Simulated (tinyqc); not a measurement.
Oxide trap near a transistor channel: two-state multiphonon kinetics, telegraph noise and bias instability: one step, computed by the program tinyqc. Command: `OMP_NUM_THREADS=1 python tinyqc.py 3010793 3010794 out.jsonl oxidetrap walk`. One thread of a shared host (Intel(R) Xeon(R) Processor @ 2.30GHz), about 0.01 s of CPU time with the checks.

An n-channel device under positive gate bias. The trap is empty (state 1) or holds an electron (state 2); both states are parabolas of equal curvature, and the electron reservoir is taken at the Fermi level of the channel.

Task: Many traps: 1/f noise. McWhorter number fluctuations for traps uniform in depth and energy: S_V = e^2 k_B T N_t lambda/(W L C_ox^2 f), C_ox = eps_ox eps_0/t_ox. The number of traps within k_B T in energy and one decade in time is N_t k_B T lambda ln(10) W L.

Inputs (values chosen for the exercise, with an insulator like HfO2 on silicon): insulator constant eps_ox = 21; insulator thickness t_ox = 1.5 nm; oxide field F = 2.9 MV/cm; temperature T = 450 K; channel width W = 180 nm; channel length L = 160 nm; frequency f = 2 Hz; trap density N_t = 2.4e+18 cm^-3 eV^-1.

Parts treated: one trap and an ensemble.

attenuation length lambda = 0.1792637 nm

Constants: eps_0 = 8.8541878128e-12 F/m; e = 1.602176634e-19 C; k_B = 8.617333262e-05 eV/K.

Give: C_ox; 1/f noise S_V(f); active traps per decade.

Result:

C_ox = 12.40 microF/cm^2

1/f noise S_V(f) = 4.839e-10 V^2/Hz

active traps per decade = 1.106

With one to three active traps per decade a single device still shows bumps on the 1/f trend. Caution: a field 1.5 times as high comes near the usual breakdown field of such an insulator.
